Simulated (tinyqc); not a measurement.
## Coupling ratio and rate constant from the late transient

Question. Long after the knee a floating-gate cell follows U = Vg - (tox/ag) B/ln(K t). Find K and ag.

Parameters, values chosen for the exercise: tunnel oxide thickness tox = 9.1 nm; control-gate voltage Vg = 20.5 V.

U at t = 0.001 and 0.1 s (V): [3.3598913, 5.8869042]
B = 26.584501 V/nm

Answer. 1/(Vg - U) is linear in ln t; the ratio of the two values gives ln(K t_a), and either value gives ag.

K = 3.677e14 1/s
ag = 0.5300

Program tinyqc, `OMP_NUM_THREADS=1 python tinyqc.py 2130173 2130174 out.jsonl`; Intel Xeon 2.30GHz, shared host, one thread, about 0.02 s.
